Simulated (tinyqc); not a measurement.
Transfer length from front and end resistance.

Problem. A contact of length d and width W has Rc = (Rsh Lt/W) coth(d/Lt) and Re = (Rsh Lt/W)/sinh(d/Lt), with Rsh the sheet resistance under the metal and Lt = sqrt(rc/Rsh). Find Lt, Rsh and rc.

Inputs (values chosen for the exercise): contact length d = 0.34 um; contact width W = 12 um.

Rc = 1.1274398 ohm
Re = 0.085038537 ohm

Solution. Rc/Re = cosh(d/Lt) gives Lt, and Re then gives Rsh.

Lt = 0.1038 um
Rsh = 130.0 ohm/sq
rc = 1.400e-8 ohm cm^2

Program tinyqc, `OMP_NUM_THREADS=1 python tinyqc.py 2760174 2760175 out.jsonl`; Intel Xeon 2.30GHz, shared host, one thread, about 0.01 s.
